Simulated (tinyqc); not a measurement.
Floating body of a partially depleted SOI transistor: body voltage and kink: one step of the calculation.

Source at 0 V. Channel current Ic = 2 nf K Vt^2 [F(0) - F(Vd)](1 + la Vd), F(V) = ln^2(1 + exp((Vg - VT - nf V)/(2 nf Vt))), VT = VT0 - gb Vb. Saturation voltage Vs = 2 Vt sqrt(F(0)) + 3 Vt, excess Ve = (Vd - Vs + sqrt((Vd - Vs)^2 + 0.0004 V^2))/2, multiplication M1 = Ai Ve exp(-Bl/Ve). Each junction passes D(v) = J1 (exp(v/Vt) - 1) + J2 (exp(v/(2 Vt)) - 1). Bipolar current Ib = bb J1 (exp(Vb/Vt) - 1). The body settles where M1 (Ic + Ib) = D(Vb) + D(Vb - Vd) + Vb/Rb; drain current Id = (1 + M1)(Ic + Ib) - D(Vb - Vd).

Task. Drain current with floating and with grounded body. Id and VT at the converged Vb, Id at Vb = 0, their ratio, and the bipolar share Ib/(Ic + Ib).

Values chosen for this exercise; values of the order met in partially depleted silicon-on-insulator transistors:
- T = 330 K (temperature)
- VT0 = 0.48 V (threshold at zero body voltage)
- gb = 0.24 (fall of the threshold per volt of body voltage)
- nf = 1.43 (slope factor)
- K = 180 uA/(V^2 um) (gain factor per width)
- la = 0.09 1/V (channel-length modulation factor)
- Ai = 3.05 1/V (impact-ionisation prefactor)
- Bl = 6 V (impact-ionisation voltage)
- J1 = 1.1e-12 uA/um (diffusion saturation current of each junction)
- J2 = 1.2e-7 uA/um (recombination saturation current of each junction)
- bb = 1 (gain of the lateral bipolar transistor on the diffusion current)
- Rb = 20000 kohm um (resistance of a weak body tie to the source (1e9 stands for no tie, and the term is then dropped))
- Vg = 1.02 V (gate voltage)
- Vd = 1.7 V (drain voltage)

Constants: q = 1.602176634e-19 C, kB = 1.380649e-23 J/K, Vt = kB T/q. Results are converted to the units shown.

converged Vb = 0.76128374 V

Give: VT; Id, floating; Id, grounded; ratio; bipolar share.

Result.

VT = 0.29729 V
Id, floating = 38.950 uA/um
Id, grounded = 21.794 uA/um
ratio = 1.7872
bipolar share = 1.2128 %

The body rises to 0.761 V and lowers the threshold by 183 mV.

Range of the model: The multiplication law is an empirical form chosen for the exercise; self-heating and capacitive coupling to the body are left out, and the linear laws are rough once Vb passes about 0.7 V or M1 about 0.1.

Program tinyqc, `OMP_NUM_THREADS=1 python tinyqc.py 2182102 2182103 out.jsonl`; Intel Xeon 2.30GHz, shared host, one thread, about 0.2 s.
